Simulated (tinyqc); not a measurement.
MOS inversion layer, Poisson-Schroedinger loop: two steps of the calculation.

Electrons confined at an insulator interface at z = 0, treated as a hard wall; parabolic valleys, Hartree approximation, no image or exchange terms. The depletion charge lies far deeper than the electrons and gives a uniform field q Nd/(eps0 eps_r); the gate balances all charge. Energies are counted from the band edge at the interface.

Values chosen for this exercise; masses and permittivity close to those of silicon (100):

| symbol | value | unit | meaning |
|---|---|---|---|
| eps_r | 11.6 |  | relative permittivity |
| mz1 | 0.92 | m0 | mass along z of valley set A (2 valley(s)) |
| Ns | 8.7e12 | cm^-2 | sheet density of electrons |
| Nd | 4.7e11 | cm^-2 | sheet density of depletion charge |
| a | 0.3 |  | mixing factor |

Constants: q = 1.602176634e-19 C, hbar = 1.054571817e-34 J s, m0 = 9.1093837015e-31 kg, eps0 = 8.8541878128e-14 F/cm where lengths are in cm, hbar^2/(2 m0) = 0.0380998212 eV nm^2. Results are converted to the units shown.

Question 1. Density, output potential and mixing. n_i = sum_k N_k |psi_k|^2 (converted to cm^-3). Hartree part by Gauss: on the interval before node i the electrons still beyond are S_i = Ns - hz sum_(j<i) n_j, and U_i = U_(i-1) + q S_i hz/(eps0 eps_r) in eV, U_0 = 0 at the interface. Mixing: U(new) = U + a (U(out) - U).

columns A: node; B: z (nm); C: self-consistent potential U at the start (eV); D: |psi|^2 of A1 (1/nm); E: |psi|^2 of A2 (1/nm); F: |psi|^2 of B1 (1/nm); G: |psi|^2 of B2 (1/nm)
```
A       B  C           D           E           F           G
1    0.85  0  0.11645453  0.10771839  0.02599366  0.03021821
2     1.7  0  0.29102940  0.15317180  0.08759769  0.08617184
3    2.55  0  0.32515243  0.03277630  0.15117639  0.10793891
4     3.4  0  0.23615233  0.01852828  0.18960737  0.07626430
5    4.25  0  0.12709515  0.15035501  0.19376047  0.02452495
6     5.1  0  0.05413311  0.24492491  0.17021793  0.00000629
7    5.95  0  0.01898477  0.22224360  0.13250106  0.02312925
8     6.8  0  0.00563029  0.14046842  0.09315051  0.07841888
9    7.65  0  0.00143950  0.06798381  0.05990217  0.13343188
10    8.5  0  0.00032198  0.02654086  0.03553932  0.16250631
11   9.35  0  0.00006374  0.00863860  0.01954990  0.15823031
12   10.2  0  0.00001127  0.00239812  0.00997652  0.12878330
13  11.05  0  0.00000179  0.00057688  0.00468783  0.08868193
14   11.9  0  0.00000026  0.00012114  0.00197575  0.05067085
15  12.75  0  0.00000003  0.00002174  0.00068861  0.02212042
16   13.6  0  0.00000000  0.00000273  0.00014542  0.00537297
```

N_k (cm^-2): A1 4.4157652e12, A2 2.7444388e12, B1 1.1709108e12, B2 3.6888519e11

Wanted: n; U(out); U after round 1.

Answer 1.

```
node  n (1e19 cm^-3)  U(out) (eV)  U after round 1 (eV)
1              0.851       0.1154                0.0346
2              1.840       0.2211                0.0663
3              1.743       0.3061                0.0918
4              1.344       0.3715                0.1115
5              1.210       0.4218                0.1265
6              1.111       0.4584                0.1375
7              0.857       0.4825                0.1447
8              0.548       0.4969                0.1491
9              0.312       0.5051                0.1515
10             0.176       0.5099                0.1530
11             0.105       0.5126                0.1538
12             0.066       0.5142                0.1542
13             0.040       0.5150                0.1545
14             0.021       0.5153                0.1546
15             0.009       0.5155                0.1546
16             0.002       0.5155                0.1546
```

Question 2. Closed-form estimates. Triangular well: E_k = a_k (C F^2/mz)^(1/3), a_1 = 2.338107, a_2 = 4.087949, C = hbar^2/(2 m0), F in eV/nm. Fang-Howard (all electrons in the lowest level of set A): b^3 = 6 (mz1/C) q (Nd + 11 Ns/32)/(eps0 eps_r), centroid 3/b, level C b^2/(4 mz1) + (3/b) q (Nd + 11 Ns/16)/(eps0 eps_r). Use F = q (Nd + Ns)/(eps0 eps_r), the surface field, and F = q (Nd + Ns/2)/(eps0 eps_r).

Give: A1 with the surface field; A1 with Nd + Ns/2; A2 with Nd + Ns/2; b; Fang-Howard centroid; Fang-Howard level.

Answer 2.

A1 with the surface field = 0.2213 eV
A1 with Nd + Ns/2 = 0.1441 eV
A2 with Nd + Ns/2 = 0.2520 eV
b = 1.985 1/nm
Fang-Howard centroid = 1.511 nm
Fang-Howard level = 0.1929 eV

Numbers from tinyqc (`OMP_NUM_THREADS=1 python tinyqc.py 2160153 2160154 out.jsonl`; about 1 s on one thread of a shared Intel Xeon 2.30GHz).
